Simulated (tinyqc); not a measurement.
Inside a calculation. Method: UHF in the sto-3g basis, for BeH, spin multiplicity 2. This run ends on a higher stationary point, not on the lowest solution. Computed by tinyqc, a small Python program that keeps every step (integrals from PySCF). Settings: charge = 0, multiplicity = 2, basis = sto-3g, energy threshold = 1e-09, iteration cap = 86, orthogonalisation = symmetric, start = core, DIIS depth = 4, method = UHF. Command: `OMP_NUM_THREADS=1 python tinyqc.py 24780 24781 out.jsonl` (the two numbers bound the seeds that draw the settings). One thread of a shared host (Intel(R) Xeon(R) Processor @ 2.60GHz), about 0.09 s of CPU time with the checks.

Geometry (angstrom):
```
atom         x         y         z
Be    0.000000  0.000000  0.000000
H     0.000000  0.000000  1.506000
```

Stop when the energy changes by less than 1e-09 hartree and every element of the error matrix X^T (F D S - S D F) X (for each spin) is below 9e-06.

Course of the cycle:
```
iteration   E (hartree)     change  largest element of the error matrix
1          -14.55792178          -                             1.92e-01
2          -14.79380562  -2.36e-01                             3.77e-02
3          -14.80137936  -7.57e-03                             1.76e-02
4          -14.80495568  -3.58e-03                             1.33e-02
5          -14.80799573  -3.04e-03                             9.19e-03
6          -14.80941733  -1.42e-03                             2.83e-03
7          -14.80950365  -8.63e-05                             2.64e-04
8          -14.80950433  -6.85e-07                             1.36e-05
9          -14.80950434  -1.31e-09                             3.03e-06
10         -14.80950434  -2.25e-10                             1.39e-06
```

Can the last value be used, and what does the course show?

No, though the log alone does not show it. Converged in 10 iterations. But the solution lies 0.11263 hartree above the reference: it is another stationary point, not the lowest one. Reruns (cap 100 unless said): DIIS 8: converged in 10 to a higher stationary point; damping 0.5: converged in 83 to a higher stationary point; level shift 0.5: converged in 80 to a higher stationary point; atomic densities as start, DIIS 8: converged in 10. PySCF UHF in the same basis, after a stability check = -14.92213612 hartree.
